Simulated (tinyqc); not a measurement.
What each parameter does: band gaps under pressure and temperature from deformation potentials.

Murnaghan: V/V0 = (1 + Bp P/B0)^(-1/Bp), B0 = (C11 + 2 C12)/3. Each gap moves by a ln(V/V0) with its volume potential a, and falls with temperature by aV T^2/(T + bV) (Varshni); the two effects are added. No change of phase is considered.

Parameters, chosen for this exercise (near those of InAs, the X and L potentials typical of such crystals; the results hold for these values, not for the real material):
- Eg = 0.411 eV (gap at Gamma to the s-like level at 0 K, 0 GPa)
- EgX = 1.427 eV (gap to X at 0 K, 0 GPa)
- EgL = 1.126 eV (gap to L at 0 K, 0 GPa)
- C11 = 82.8 GPa
- C12 = 44.9 GPa
- Bp = 4.98 (pressure derivative of the bulk modulus)
- aG = -6.15 eV (volume potential of the Gamma gap)
- aX = 1.11 eV (volume potential of the X gap)
- aL = -4.39 eV (volume potential of the L gap)
- aV = (0.273, 0.287, 0.269) meV/K (Varshni alpha of Gamma, X, L)
- bV = (89, 90, 91) K (Varshni beta of Gamma, X, L)
- P = 0.8 GPa (pressure)
- T = 0 K (temperature)

Gaps at P and T.

Results for these values:

| case | Gamma (eV) | X (eV) | L (eV) |
|---|---|---|---|
| base | 0.4937 | 1.4121 | 1.1850 |

What happens to each result for C11 = 91.08 GPa, all else kept?

Answer: Gamma falls from 0.4937 to 0.4900; X rises from 1.4121 to 1.4127; L falls from 1.1850 to 1.1824.

The same for each parameter in turn:

| case | Gamma (eV) | X (eV) | L (eV) |
|---|---|---|---|
| base | 0.4937 | 1.4121 | 1.1850 |
| T = 50 K | 0.4888 | 1.4070 | 1.1803 |
| C11 = 91.08 GPa | 0.4900 | 1.4127 | 1.1824 |
| C12 = 49.39 GPa | 0.4897 | 1.4128 | 1.1822 |
| Bp = 5.478 | 0.4934 | 1.4121 | 1.1848 |
| aG = -6.765 eV | 0.5020 | 1.4121 | 1.1850 |
| aX = 1.221 eV | 0.4937 | 1.4106 | 1.1850 |
| aL = -3.951 eV | 0.4937 | 1.4121 | 1.1791 |
| P = 0.88 GPa | 0.5017 | 1.4106 | 1.1907 |

Computed by tinyqc, a small Python program: `OMP_NUM_THREADS=1 python tinyqc.py 1051222 1051223 out.jsonl` (the numbers bound the seed that draws the inputs); one thread of a shared host (Intel(R) Xeon(R) Processor @ 2.30GHz), about 0.01 s for the whole set of steps.
